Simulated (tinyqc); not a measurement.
Deformation-potential model of the Delta valleys of a conduction band: sweeps and comparisons. A value that a table varies takes the place of the one given here.

Valleys with axes along x, y and z, each a pair at +k and -k. Herring-Vogt shift of a valley with unit axis a: dE = Xd tr(e) + Xu a.e.a. Non-degenerate shares n_i = exp(-dE_i/kT)/sum_j exp(-dE_j/kT). Inverse mass tensor of a valley: (1 - a a)/mt + a a/ml; the masses are taken as independent of strain.

s11 = (C11 + C12)/((C11 - C12)(C11 + 2 C12)), s12 = -C12/((C11 - C12)(C11 + 2 C12)), s44 = 1/C44; exx = s11 sxx + s12 (syy + szz) and cyclic, exy = s44 sxy/2; tension is positive. A uniaxial stress X along the unit vector n is s_ij = X n_i n_j. Biaxial (001) means sxx = syy = X.

Constants: kB = 8.617333262e-05 eV/K.

Values chosen for the exercise (near those of Si; not measured data): ml = 0.897 m0 (longitudinal mass); mt = 0.19 m0 (transverse mass); Xd = 1.16 eV (dilation potential); Xu = 8.79 eV (uniaxial potential); C11 = 166.6 GPa; C12 = 63.5 GPa; C44 = 80.1 GPa; load = biaxial (001) (kind of stress); T = 200 K (temperature); X1 = 1.3 GPa (size of the stress); X = -1.22 GPa (stress).

## Sweep of a biaxial (001) stress

m_c = 1/(u.M.u) along [100] with M = sum_i n_i (inverse mass tensor); gain against zero stress at a fixed scattering time.

Results:

| X (GPa) | spread (meV) | lowest edge (meV) | n x | n y | n z | m_c (m0) | gain (%) |
|---|---|---|---|---|---|---|---|
| -2.00 | 170.5 | -112.6 | 0.500 | 0.500 | 0.000 | 0.3136 | -17.8 |
| -1.00 | 85.3 | -56.3 | 0.498 | 0.498 | 0.004 | 0.3129 | -17.6 |
| -0.40 | 34.1 | -22.5 | 0.468 | 0.468 | 0.065 | 0.3009 | -14.4 |
| 0.00 | 0.0 | 0.0 | 0.333 | 0.333 | 0.333 | 0.2577 | 0.0 |
| 0.40 | 34.1 | -11.6 | 0.108 | 0.108 | 0.783 | 0.2077 | 24.1 |
| 1.00 | 85.3 | -29.0 | 0.007 | 0.007 | 0.986 | 0.1911 | 34.9 |
| 2.00 | 170.5 | -58.0 | 0.000 | 0.000 | 1.000 | 0.1900 | 35.6 |

What can be read from the table?

Along [100] the gain is -17.8 % at -2.00 GPa and +35.6 % at 2.00 GPa. The slope at zero stress (from +/- 0.001 GPa), +58.8 % per GPa, carried to the ends would give -118 and +118 %; the response falls behind at both ends, as it saturates once the spread passes a few kT (kT = 17.2 meV, spread up to 171 meV).

## Gain for each load and current direction

Each load has the size X1. Gain m_c(0)/m_c - 1 in per cent from repopulation alone, m_c = 1/(u.M.u), M = sum_i n_i (inverse mass tensor); biaxial means sxx = syy.

Gain (%); + is tension, - compression:

| load | [100] | [010] | [001] | [110] | [1-10] | [111] |
|---|---|---|---|---|---|---|
| uniaxial [110] (+) | 31.7 | 31.7 | -63.3 | 31.7 | 31.7 | 0.0 |
| uniaxial [110] (-) | -16.8 | -16.8 | 33.5 | -16.8 | -16.8 | 0.0 |
| uniaxial [100] (+) | 35.5 | -17.8 | -17.8 | 8.9 | 8.9 | 0.0 |
| uniaxial [100] (-) | -70.9 | 35.5 | 35.5 | -17.7 | -17.7 | 0.0 |
| uniaxial [111] (+) | 0.0 | 0.0 | 0.0 | 0.0 | 0.0 | 0.0 |
| uniaxial [111] (-) | 0.0 | 0.0 | 0.0 | 0.0 | 0.0 | 0.0 |
| biaxial (001) (+) | 35.5 | 35.5 | -70.9 | 35.5 | 35.5 | 0.0 |
| biaxial (001) (-) | -17.8 | -17.8 | 35.5 | -17.8 | -17.8 | 0.0 |

What can be read from the table?

The largest gain is +35.5 %, for 8 entries alike, where the repopulation is complete; for a [110] channel it is +35.5 %, under biaxial (001) (+). No gain or loss appears under uniaxial [111]: the valleys stay equivalent (in real silicon shear also changes the masses, which this model leaves out).

## Temperature and repopulation

The load is fixed; m_c along [100] as 1/(u.M.u).

Results:

| T (K) | kT (meV) | n x | n y | n z | m_c (m0) |
|---|---|---|---|---|---|
| 50 | 4.31 | 0.500 | 0.500 | 0.000 | 0.3136 |
| 77 | 6.64 | 0.500 | 0.500 | 0.000 | 0.3136 |
| 150 | 12.93 | 0.500 | 0.500 | 0.000 | 0.3135 |
| 225 | 19.39 | 0.499 | 0.499 | 0.002 | 0.3131 |
| 300 | 25.85 | 0.496 | 0.496 | 0.009 | 0.3118 |
| 400 | 34.47 | 0.488 | 0.488 | 0.024 | 0.3088 |
| 500 | 43.09 | 0.479 | 0.479 | 0.043 | 0.3051 |

How do the results move?

The largest share falls from 0.500 at 50 K to 0.479 at 500 K (equal shares: 0.333); m_c goes from 0.3136 to 0.3051, against 0.2577 without stress. Only spread/kT enters, so the small-stress response goes as 1/T.

## What each parameter does

Spread of the valley edges, lowest edge, largest share and m_c along [100]. Each row changes one parameter from the base and keeps the others.

Results:

| case | spread (meV) | lowest edge (meV) | largest share | m_c (m0) |
|---|---|---|---|---|
| base | 104.01 | -68.66 | 0.4994 | 0.3133 |
| ml = 1.076 m0 | 104.01 | -68.66 | 0.4994 | 0.3227 |
| mt = 0.152 m0 | 104.01 | -68.66 | 0.4994 | 0.2597 |
| Xd = 0.928 eV | 104.01 | -66.73 | 0.4994 | 0.3133 |
| Xu = 10.548 eV | 124.82 | -80.47 | 0.4998 | 0.3135 |
| C11 = 199.92 GPa | 78.61 | -56.73 | 0.4974 | 0.3125 |
| C12 = 50.8 GPa | 92.61 | -68.08 | 0.4988 | 0.3131 |
| C44 = 64.08 GPa | 104.01 | -68.66 | 0.4994 | 0.3133 |
| X = -0.976 GPa | 83.21 | -54.93 | 0.4980 | 0.3128 |
| T = 240 K | 104.01 | -68.66 | 0.4984 | 0.3129 |

What can be read from the table?

The largest shifts from the base row, up to three for each result and ties (the steps differ in size, so this ranks the rows, not the parameters). spread (meV): C11 -25.40, X -20.80, Xu +20.80; unchanged at the printed digits by ml, mt, Xd, C44 and T. lowest edge (meV): X +13.73, C11 +11.93, Xu -11.80; unchanged at the printed digits by ml, mt, C44 and T. largest share: C11 -0.0020, X -0.0014, T -0.0010; unchanged at the printed digits by ml, mt, Xd and C44. m_c (m0): mt -0.0536, ml +0.0094, C11 -0.0008; unchanged at the printed digits by Xd and C44. Xd moves all valleys together, so it shifts the edge and nothing else.

tinyqc: `OMP_NUM_THREADS=1 python tinyqc.py 1050778 1050779 out.jsonl`; about 0.01 s, one thread, shared Intel(R) Xeon(R) Processor @ 2.30GHz.
